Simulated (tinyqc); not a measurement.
Frequency dispersion of an accumulation capacitance by border traps, distributed model: two steps of the calculation.

Traps spread evenly through the insulator exchange electrons with the semiconductor by tunnelling, with tau(x) = t0 exp(2 ka x) at depth x from the interface. The admittance per area Y seen at depth x obeys dY/dx = -Y^2/(i w eps0 eox) + q Nb ln(1 + i w tau)/tau, with Y(0) = i w Cs and w = 2 pi f; the gate sees Y(tox) = G + i w C. Working variable y = Y/(i w), in uF/cm^2. Cox = eps0 eox/tox.

Parameters, values chosen for the exercise; permittivity close to that of zirconium oxide:
- eox = 22.1 (relative permittivity of the insulator)
- tox = 9.5 nm (insulator thickness)
- Cs = 4.5 uF/cm^2 (semiconductor capacitance in accumulation)
- Nb = 5.1e18 cm^-3 eV^-1 (density of border traps)
- ka = 4.1 1/nm (decay constant of the wave function in the insulator)
- t0 = 2e-10 s (time constant of a trap at the interface)
- f = 1000 Hz (frequency)
- xe = 2.3 nm (depth down to which the steps are taken)

Constants: q = 1.602176634e-19 C, eps0 = 8.8541878128e-14 F/cm where lengths are in cm. Results are converted to the units shown.

Question 1. Midpoint steps through the active depth. In terms of y: dy/dx = -y^2/(eps0 eox) + s(x), s = q Nb ln(1 + z)/z, z = i w tau. 10 midpoint steps of h = xe/10: y_half = y + (h/2) y'(x, y), y(new) = y + h y'(x + h/2, y_half).

Wanted: x; s; y.

Answer 1.

| point | x (nm) | s (uF/(cm^2 nm)) | y (uF/cm^2) |
|---|---|---|---|
| 0 | 0 | 0.081711+0.000000i | 4.5000+0.0000i |
| 1 | 0.23000 | 0.081711+0.000000i | 4.2922+0.0000i |
| 2 | 0.46000 | 0.081711-0.000002i | 4.1043+0.0000i |
| 3 | 0.69000 | 0.081711-0.000015i | 3.9337+0.0000i |
| 4 | 0.92000 | 0.081711-0.000097i | 3.7781+0.0000i |
| 5 | 1.1500 | 0.081704-0.000639i | 3.6356-0.0001i |
| 6 | 1.3800 | 0.081423-0.004194i | 3.5048-0.0004i |
| 7 | 1.6100 | 0.071749-0.022845i | 3.3839-0.0028i |
| 8 | 1.8400 | 0.024617-0.027782i | 3.2653-0.0099i |
| 9 | 2.0700 | 0.004246-0.009359i | 3.1470-0.0129i |
| 10 | 2.3000 | 0.000656-0.002210i | 3.0352-0.0130i |

Question 2. Capacitance and conductance at the gate. Beyond xe the traps are ignored, so 1/y(tox) = 1/y(xe) + (tox - xe)/(eps0 eox); C = Re y, G/w = -Im y, loss tangent G/(w C).

y at xe = 3.0351732-0.0130059i uF/cm^2

Wanted: y at the gate; C; G/w; loss tangent.

Answer 2.

y at the gate = 1.4339-0.0029i uF/cm^2
C = 1.4339 uF/cm^2
G/w = 0.0029025 uF/cm^2
loss tangent = 0.0020243

Program tinyqc, `OMP_NUM_THREADS=1 python tinyqc.py 2202070 2202071 out.jsonl`; Intel Xeon 2.30GHz, shared host, one thread, about 0.5 s.
